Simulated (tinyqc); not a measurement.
# Lossy package transmission line with skin effect: two studies

A uniform line in a homogeneous dielectric: c = sqrt(er)/(c0 Z0), l = Z0 sqrt(er)/c0 (c0 = 299792458 m/s), g = w c td, w = 2 pi f. The resistance joins its limits as r = sqrt(r_dc^2 + r_hf^2), with r_dc = rho/(wd th), r_hf = kr rho/(2 delta (wd + th)), delta = sqrt(rho/(pi f mu0)), mu0 = 4 pi 1e-7 H/m; this is an interpolation, and internal inductance, up to 0.05 nH/mm at low frequency, is neglected.

Values chosen for this exercise:
```
symbol,value,unit,meaning
wd,34,um,width of the strip
th,13,um,thickness of the strip
rho,2.2,uohm cm,resistivity
er,3.9,,relative permittivity
td,0.01,,loss tangent
Z0,75,ohm,lossless impedance sqrt(l/c)
kr,1.2,,factor for crowding and the return path
len,4.5,mm,length
Rg,10,ohm,source resistance
RL,100,ohm,load resistance
CL,100,fF,load capacitance
f,18,GHz,frequency
```

Each table varies one quantity; the others keep the values above.

## Line properties against frequency

gamma = sqrt((r + i w l)(g + i w c)) = alpha + i beta, Zc = sqrt((r + i w l)/(g + i w c)), roots with positive real part; loss 8.685889638 alpha in dB; phase velocity w/beta. ZL = 1/(1/RL + i w CL); reflection (ZL - Zc)/(ZL + Zc); Zin = Zc (ZL + Zc tanh(gamma len))/(Zc + ZL tanh(gamma len)); H = V_load/V_source = [Zin/(Zin + Rg)]/[cosh(gamma len) + (Zc/ZL) sinh(gamma len)].

Results:
```
f (GHz)  r (ohm/mm)   r/(w l)  loss (dB/mm)  |Zc| (ohm)  phase velocity over c0  length in wavelengths  |H| (dB)
0.01        0.05118     1.649      0.002471       104.1                  0.4197               3.577e-4   -0.8460
0.03        0.05387    0.5785      0.003061       80.61                  0.4884               9.219e-4   -0.8469
0.09        0.06125    0.2192      0.003689       75.88                  0.5037               0.002682   -0.8488
0.3         0.08200   0.08805      0.005283       75.14                  0.5060               0.008900   -0.8472
2            0.1755   0.02826       0.01375       75.01                  0.5063                0.05929   -0.4528
7            0.3187   0.01467       0.03104       75.00                  0.5064                 0.2075     1.078
20           0.5344  0.008607       0.06689       75.00                  0.5064                 0.5929     2.311
60           0.9229  0.004955        0.1613       75.00                  0.5064                  1.779    -9.967
```

Estimate the missing row, f = 0.8 GHz.

Computed row:
```
f (GHz)  r (ohm/mm)  r/(w l)  loss (dB/mm)  |Zc| (ohm)  phase velocity over c0  length in wavelengths  |H| (dB)
0.8          0.1175  0.04731      0.008239       75.04                  0.5063                0.02372   -0.7982
```

With this row back in the table: r equals w l at 0.0168 GHz: below it |Zc| and the delay grow as in an RC line, above it |Zc| tends to Z0 = 75 ohm and the velocity to 1/sqrt(er) = 0.506 c0. The loss goes as f^(0.19) between the first two rows and f^(0.80) between the last two. |H| is -0.846 dB in the first row and -9.97 dB in the last; between rows it can pass through resonances that the table doesn't show.

## Effect of the loss tangent

Same model as above.

The same in every row: r (ohm/mm) = 0.5072; r/(w l) = 0.009077.

Effect of the loss tangent:
```
td     loss (dB/mm)  |Zc| (ohm)  phase velocity over c0  length in wavelengths   |H| (dB)
0           0.02937       75.00                  0.5064                 0.5336     0.3223
0.001       0.03261       75.00                  0.5064                 0.5336     0.3057
0.002       0.03584       75.00                  0.5064                 0.5336     0.2890
0.005       0.04555       75.00                  0.5064                 0.5336     0.2392
0.01        0.06173       75.00                  0.5064                 0.5336     0.1562
0.02        0.09408       74.99                  0.5064                 0.5336  -0.009067
0.04         0.1588       74.97                  0.5063                 0.5336    -0.3369
```

As td goes from 0 to 0.04, the loss rises from 0.0294 to 0.159 dB/mm, |Zc| stays near 75.0 ohm and |H| goes from 0.322 to -0.337 dB, with its highest value among the rows, 0.322 dB, at td = 0. In the low-loss estimate the dielectric part g Z0/2 equals the conductor part r/(2 Z0) at td = 0.00908.

Numbers from tinyqc (`OMP_NUM_THREADS=1 python tinyqc.py 2810222 2810223 out.jsonl`; about 0.01 s on one thread of a shared Intel Xeon 2.30GHz).
